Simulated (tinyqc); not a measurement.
Deal-Grove kinetics of thermal oxidation of silicon. Changing the temperature T. Computed by tinyqc, a small Python program. Command: `OMP_NUM_THREADS=1 python tinyqc.py 3007156 3007157 out.jsonl oxide sweep`. One thread of a shared host (Intel(R) Xeon(R) Processor @ 2.30GHz), about 0.1 s of CPU time with the checks.

Oxidant diffuses through the oxide and reacts at the interface, so that dx/dt = B/(A + 2x) for the oxide thickness x.

Inputs (values chosen for the exercise, close to those used for silicon):

| quantity | value | unit |
|---|---|---|
| prefactor B0 | 340 | um^2/h |
| activation energy E_B | 0.78 | eV |
| prefactor (B/A)0 | 1.08e+08 | um/h |
| activation energy E_A | 2.05 | eV |
| oxidant pressure p | 10 | atm |
| pressure exponent m of B/A | 1 | - |
| initial oxide x_i | 0.025 | um |
| time t | 0.69 | h |

Ambient: steam. Surface: (100).

Constants: k_B = 8.617333262e-05 eV/K.

Method:
- B = B0 p exp(-E_B/(k_B T)), B/A = (B/A)0 p^m exp(-E_A/(k_B T)), p in atm; A = B/(B/A).
- Temperatures in kelvin are T(C) + 273.15.
- tau = (x_i^2 + A x_i)/B and x = (A/2) [sqrt(1 + 4 B (t + tau)/A^2) - 1], the root of x^2 + A x = B (t + tau).
- Silicon consumed is 0.44 times the oxide grown; the rate is B/(A + 2x).

One run for each value:

| temperature T (C) | oxide thickness x (um) | length A (um) | linear constant B/A (um/h) | parabolic constant B (um^2/h) |
|---|---|---|---|---|
| 800 | 0.1887 | 2.8993 | 2.5475e-01 | 0.7386 |
| 850 | 0.3969 | 1.5732 | 6.8344e-01 | 1.0752 |
| 900 | 0.6778 | 0.8993 | 1.6856e+00 | 1.5158 |
| 1000 | 1.2304 | 0.3352 | 8.2885e+00 | 2.7787 |
| 1050 | 1.4811 | 0.2165 | 1.6793e+01 | 3.6351 |
| 1100 | 1.7243 | 0.1443 | 3.2318e+01 | 4.6634 |
| 1150 | 1.9659 | 0.0990 | 5.9401e+01 | 5.8786 |
| 1200 | 2.2095 | 0.0696 | 1.0476e+02 | 7.2951 |

Give the missing row, temperature T (C) = 950.

Computed row:
```
temperature T (C)  oxide thickness x (um)  length A (um)  linear constant B/A (um/h)  parabolic constant B (um^2/h)
950                                0.9639         0.5381                  3.8615e+00                         2.0779
```

Interpolating between the two neighbouring rows (linearly) misses most in linear constant B/A (um/h), by 29 %. Over the rows, oxide thickness x (um) rises from 0.189 to 2.21; length A (um) falls from 2.90 to 0.0696. A falls with T because E_A exceeds E_B, so hot oxidation turns parabolic sooner. The apparent activation energy of x, -d ln x / d(1/(k_B T)), is 1.54 eV between the first rows and 0.42 eV between the last; a film much thicker than x_i would show E_A = 2.05 eV in the linear limit and E_B/2 = 0.39 eV in the parabolic one.
